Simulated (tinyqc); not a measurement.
# Silicon n-p-n transistor, Gummel numbers and transit times: two studies

One-dimensional n-p-n transistor in the forward active mode at low injection. In the base p(x) = NB exp(-eta x/wb) and ni(x)^2 = ni^2 exp((g0 + g1 x/wb)/Vt); electrons leave the base at vsat; band spikes at the emitter junction and recombination inside the emitter are ignored.

Parameters, values chosen for the exercise; band and dielectric values close to those of silicon:
- T = 250 K (temperature)
- Eg = 1.13 eV (band gap)
- eps_r = 11.9 (relative permittivity)
- Nc = 2.13e19 cm^-3 (conduction-band density of states at T)
- Nv = 2e19 cm^-3 (valence-band density of states at T)
- vsat = 9.87e6 cm/s (saturation velocity)
- wb = 150 nm (neutral base width)
- NB = 6.6e17 cm^-3 (base doping at the emitter edge)
- eta = 0 (doping falls as exp(-eta x/wb))
- g0 = 0 eV (gap reduction at the emitter edge of the base)
- g1 = 0 eV (further gap reduction across the base (linear))
- Dn = 5 cm^2/s (electron diffusion coefficient in the base)
- NE = 3.1e19 cm^-3 (emitter doping)
- gE = 0.051 eV (gap reduction in the emitter (negative: wider gap))
- we = 130 nm (neutral emitter width)
- Dp = 1.8 cm^2/s (hole diffusion coefficient in the emitter)
- Se = 8e6 cm/s (recombination velocity at the emitter contact)
- tb = 6e-8 s (electron lifetime in the base)
- NC = 1.1e16 cm^-3 (collector doping)
- VCB = 0.4 V (collector-base reverse bias)
- Cj = 6 fF/um^2 (emitter junction capacitance)
- Rc = 6.6 ohm um^2 (emitter plus collector resistance)
- mp = 110 cm^2/(V s) (hole mobility in the base)

Constants: q = 1.602176634e-19 C, kB = 1.380649e-23 J/K, Vt = kB T/q, eps0 = 8.8541878128e-14 F/cm where lengths are in cm. Results are converted to the units shown.

Each table varies one quantity; the others keep the values above.

## Cut-off frequency against collector current

f(x) = p(x) ni^2/ni(x)^2; I(x) = integral from x to wb of f/Dn, plus f(wb)/vsat; base Gummel number GB = I(0); electron density per unit flux n/(J/q) = I/f; base transit time tauB = integral of I/f over the base. ni = sqrt(Nc Nv) exp(-Eg/(2 Vt)), Eg in volts; JC = J0 exp(VBE/Vt), J0 = q ni^2/GB; collector layer one-sided, Wc = sqrt(2 eps0 eps_r (Vbc + VCB)/(q NC)), Vbc = Vt ln(NB exp(-eta) NC/ni^2), Cjc = eps0 eps_r/Wc, tauC = Wc/(2 vsat). Delay 1/(2 pi fT) = tauE + tauB + tauC + tauR with tauE = Vt (Cj + Cjc)/JC and tauR = Rc Cjc. Charge stored in the emitter is left out. The Kirk effect, also left out, sets in near JC = q NC vsat. n(0) = (JC/q) I(0)/f(0).

The same in every row: tauB (ps) = 24.02; tauC (ps) = 1.992; tauR (ps) = 0.001768.

Result of one run:

| JC (mA/um^2) | VBE (V) | tauE (ps) | fT (GHz) | JC/(q NC vsat) | n(0)/NB |
|---|---|---|---|---|---|
| 0.041 | 0.9360 | 3.293 | 5.431 | 0.2357 | 0.1202 |

What becomes of these results when the collector current density JC is changed from 0.041 to 0.0098 mA/um^2, all else the same?

Result of the changed run:

| JC (mA/um^2) | VBE (V) | tauE (ps) | fT (GHz) | JC/(q NC vsat) | n(0)/NB |
|---|---|---|---|---|---|
| 0.0098 | 0.9052 | 13.78 | 4.000 | 0.05634 | 0.02874 |

The whole series:

| JC (mA/um^2) | VBE (V) | tauE (ps) | fT (GHz) | JC/(q NC vsat) | n(0)/NB |
|---|---|---|---|---|---|
| 0.00057 | 0.8439 | 236.9 | 0.6054 | 0.003277 | 0.001672 |
| 0.0012 | 0.8600 | 112.5 | 1.149 | 0.006899 | 0.003519 |
| 0.0024 | 0.8749 | 56.26 | 1.934 | 0.01380 | 0.007039 |
| 0.0048 | 0.8898 | 28.13 | 2.939 | 0.02759 | 0.01408 |
| 0.0098 | 0.9052 | 13.78 | 4.000 | 0.05634 | 0.02874 |
| 0.02 | 0.9206 | 6.752 | 4.857 | 0.1150 | 0.05866 |
| 0.041 | 0.9360 | 3.293 | 5.431 | 0.2357 | 0.1202 |
| 0.084 | 0.9515 | 1.608 | 5.762 | 0.4829 | 0.2464 |
| 0.17 | 0.9667 | 0.7943 | 5.937 | 0.9773 | 0.4986 |

fT rises from 0.605 to 5.94 GHz as the charging time falls as 1/JC; its limit for vanishing tauE is 6.12 GHz, of which the largest delay is tauB (92.3 %). tauE equals the other delays together at JC = 0.00519 mA/um^2. For JC = 0.17 JC nears or passes q NC vsat, where base push-out would lower fT. For JC = 0.084, 0.17 the electron density at the emitter edge exceeds a fifth of NB, beyond low injection.

## Effect of the base doping at the emitter edge

ni = sqrt(Nc Nv) exp(-Eg/(2 Vt)), Eg in volts; GE = NE exp(-gE/Vt)(we/Dp + 1/Se); JC = J0 exp(VBE/Vt), J0 = q ni^2/GB; gain limited by back injection GE/GB, by base recombination tb/tauB, together 1/beta = the sum of the inverses; collector layer one-sided, Wc = sqrt(2 eps0 eps_r (Vbc + VCB)/(q NC)), Vbc = Vt ln(p(wb) NC/ni^2), Cjc = eps0 eps_r/Wc; Early voltage VA = GB q p(wb)/(f(wb) Cjc [1/Dn - (eta + g1/Vt)/(wb vsat)]), f(wb) = p(wb) exp(-(g0 + g1)/Vt), p(wb) = NB exp(-eta); tauC = Wc/(2 vsat). Peak fT here means 1/(2 pi (tauB + tauC + Rc Cjc)); base sheet resistance 1/(q mp times the integral of p).

The same in every row: tb/tauB = 2498; tauB (ps) = 24.02.

Effect of the base doping at the emitter edge:

| NB (cm^-3) | GB (s/cm^4) | GE/GB | beta | VA (V) | tauC (ps) | peak fT (GHz) | base sheet resistance (kohm) |
|---|---|---|---|---|---|---|---|
| 8.2e16 | 2.543e11 | 83.95 | 81.22 | 7.471 | 1.957 | 6.126 | 46.13 |
| 1.4e17 | 4.342e11 | 49.17 | 48.22 | 12.81 | 1.966 | 6.124 | 27.02 |
| 2.4e17 | 7.443e11 | 28.68 | 28.36 | 22.07 | 1.975 | 6.122 | 15.76 |
| 4e17 | 1.241e12 | 17.21 | 17.09 | 36.94 | 1.984 | 6.120 | 9.457 |
| 6.8e17 | 2.109e12 | 10.12 | 10.08 | 63.07 | 1.993 | 6.118 | 5.563 |
| 1.2e18 | 3.722e12 | 5.736 | 5.723 | 111.8 | 2.002 | 6.116 | 3.152 |
| 1.9e18 | 5.893e12 | 3.623 | 3.618 | 177.7 | 2.010 | 6.114 | 1.991 |
| 3.3e18 | 1.023e13 | 2.086 | 2.084 | 310.1 | 2.019 | 6.112 | 1.146 |

Read the table: what changes, and by how much?

As NB goes from 8.2e16 to 3.3e18, beta falls from 81.2 to 2.08, VA rises from 7.47 to 310 V, the peak fT stays near 6.12 GHz and the base sheet resistance falls from 46.1 to 1.15 kohm. The product beta VA changes by a factor of 1.07. Back injection limits the gain in every row. For NB = 1.9e18, 3.3e18 beta is under 5, where charge stored in the emitter, left out, would cut fT markedly. For NB = 8.2e16 the collector doping exceeds a tenth of the base doping at that edge, so the one-sided formulas are rough.

Range of the model: Heavy doping makes emitter or base degenerate; gE and g0 are to be read as apparent gap changes that include this.

Numbers from tinyqc (`OMP_NUM_THREADS=1 python tinyqc.py 2320101 2320102 out.jsonl`; about 0.01 s on one thread of a shared Intel Xeon 2.30GHz).
